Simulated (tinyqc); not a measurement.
Trading HF for NH4F at fixed fluoride: speciation in dilute and buffered hydrofluoric acid, oxide etch rate and bath loading. Computed by tinyqc, a small Python program. Command: `OMP_NUM_THREADS=1 python tinyqc.py 3121155 3121156 out.jsonl hfetch walk`. One thread of a shared host (Intel(R) Xeon(R) Processor @ 2.30GHz), about 0.01 s of CPU time with the checks.

Concentrations stand for activities, NH4+ and Cl- are spectators, and water ionisation is neglected. H, F and HF2 denote the ions H+, F- and HF2-. The base temperature is 298 K.

Inputs (values chosen for the exercise, of the order of those for thermal oxide at room temperature):
```
quantity,value,unit
HF added,0.3,mol/L
NH4F added,0.73,mol/L
K1 = [H][F]/[HF],0.000671,mol/L
K2 = [HF2]/([HF][F]),3.44,L/mol
K3 = [H2F2]/[HF]^2,0,L/mol
rate constant of neutral HF k_a,18,nm L/(min mol)
rate constant of HF2 k_b,58,nm L/(min mol)
```

Method:
- Fluoride balance: [HF] + [F] + 2 [HF2] + 2 [H2F2] = HF added + NH4F added. Acid balance: [H] + [HF] + [HF2] + 2 [H2F2] = HF added + HCl added. For a trial [H], [HF] = [H][F]/K1, and the fluoride balance is a quadratic in [F].
- Rate = k_a ([HF] + 2 [H2F2]) + k_b [HF2], an empirical two-term form.
- Total fluoride is held at HF + NH4F added, without HCl; x is the share added as HF.

Against x:
```
x,pH,[F] (mol/L),[HF] (mol/L),[HF2] (mol/L),rate (nm/min)
0.05,5.0607,0.93919,0.01217,0.03932,2.500
0.15,4.4269,0.76366,0.04259,0.11188,7.255
0.30,3.8486,0.52267,0.11039,0.19847,13.498
0.40,3.5087,0.38400,0.17738,0.23431,16.783
0.50,3.1754,0.26864,0.26731,0.24703,19.139
0.60,2.8435,0.17870,0.38184,0.23473,20.487
0.75,2.3369,0.08631,0.59210,0.17580,20.854
0.90,1.7577,0.03151,0.82057,0.08896,19.930
1.00,1.2871,0.01220,0.93896,0.03942,19.188
```

What follows from these numbers?

[HF2] is largest at x = 0.5 and the rate at x = 0.75 among these rows; HF2 needs both HF and F. At its best the mixture etches 1.09 times as fast as HF alone.

Extremes, crossings and ranges named in words are read from the listed rows.
